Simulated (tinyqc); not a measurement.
What each parameter does: two-band k.p model of the Delta valleys near the X point under shear strain.

Valley pair on the [001] axis, kz counted from the X point, c = hbar^2/2m0, k0 = kx0 2 pi/a. H = (c kz^2/ml + c (kx^2 + ky^2)/mt + c k0^2/ml) 1 + (2 c k0 kz/ml) sigma_z + (D exy - 2 c kx ky/Mp) sigma_x, so E = c kz^2/ml + c (kx^2 + ky^2)/mt + c k0^2/ml -/+ sqrt((2 c k0 kz/ml)^2 + (D exy - 2 c kx ky/Mp)^2). Without strain the lower band has its minima, E = 0, at kz = +/- k0. Shifts from diagonal strain are left out.

For |eta| < 1: k_min = k0 sqrt(1 - eta^2), E_min = -Delta eta^2/2, ml(eta) = ml/(1 - eta^2), 1/m[110] = 1/mt + eta/Mp, 1/m[1-10] = 1/mt - eta/Mp. For |eta| > 1 the minimum sits at X: E_min = -Delta (2 |eta| - 1)/2, ml(eta) = ml/(1 - 1/|eta|), and eta is replaced by its sign in the transverse masses. Here Delta = 2 c k0^2/ml and eta = D exy/Delta.

Constants: hbar^2/2m0 = 3.80998211 eV angstrom^2.

Inputs chosen for the exercise (near those of Si; not measured data): a = 5.438 angstrom (lattice constant); ml = 0.9 m0 (longitudinal mass); mt = 0.201 m0 (transverse mass); kx0 = 0.145 2 pi/a (distance of the minimum from X); D = 15 eV (shear deformation potential); Mp = 0.228 m0 (coupling mass); exy = -0.0052 (shear strain).

Delta = 2 c k0^2/ml, eta = D exy/Delta.

One parameter was then changed.

Results before and after:

| case | eta | E_min (meV) | ml(eta) (m0) | m[110] (m0) | m[1-10] (m0) |
|---|---|---|---|---|---|
| base | -0.3282 | -12.80 | 1.0087 | 0.2828 | 0.1559 |
| changed | -0.3052 | -11.07 | 0.9925 | 0.2750 | 0.1584 |

Which of these changes was made? (a) mt = 0.21507 m0; (b) exy = -0.00556; (c) ml = 0.963 m0; (d) kx0 = 0.13485 2 pi/a; (e) Mp = 0.21204 m0; (f) D = 13.95 eV.

Answer: (f) D = 13.95 eV. Of the candidates, run in turn, only this one gives the changed row.

All candidates:

| case | eta | E_min (meV) | ml(eta) (m0) | m[110] (m0) | m[1-10] (m0) |
|---|---|---|---|---|---|
| base | -0.3282 | -12.80 | 1.0087 | 0.2828 | 0.1559 |
| ml = 0.963 m0 | -0.3512 | -13.70 | 1.0985 | 0.2911 | 0.1535 |
| mt = 0.21507 m0 | -0.3282 | -12.80 | 1.0087 | 0.3115 | 0.1642 |
| kx0 = 0.13485 2 pi/a | -0.3795 | -14.80 | 1.0514 | 0.3021 | 0.1506 |
| D = 13.95 eV | -0.3052 | -11.07 | 0.9925 | 0.2750 | 0.1584 |
| Mp = 0.21204 m0 | -0.3282 | -12.80 | 1.0087 | 0.2918 | 0.1533 |
| exy = -0.00556 | -0.3509 | -14.63 | 1.0264 | 0.2910 | 0.1535 |

tinyqc: `OMP_NUM_THREADS=1 python tinyqc.py 1051103 1051104 out.jsonl`; about 0.01 s, one thread, shared Intel(R) Xeon(R) Processor @ 2.30GHz.
